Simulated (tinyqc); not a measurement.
# Inductance and parasitic capacitance from two readings

Problem. A loss-free coil L in parallel with C shows the apparent inductance L/(1 - w^2 L C), w = 2 pi f. Find L, C and the self-resonance 1/(2 pi sqrt(L C)).

apparent inductance at 3.9 and 6.1 GHz (nH): [4.5524292, 8.0563834]

Answer. The inverse of the reading is 1/L - w^2 C, a straight line in w^2.

L = 3.500 nH
C = 110.0 fF
self-resonance = 8.111 GHz

Program tinyqc, `OMP_NUM_THREADS=1 python tinyqc.py 2302032 2302033 out.jsonl`; Intel Xeon 2.30GHz, shared host, one thread, about 0.01 s.
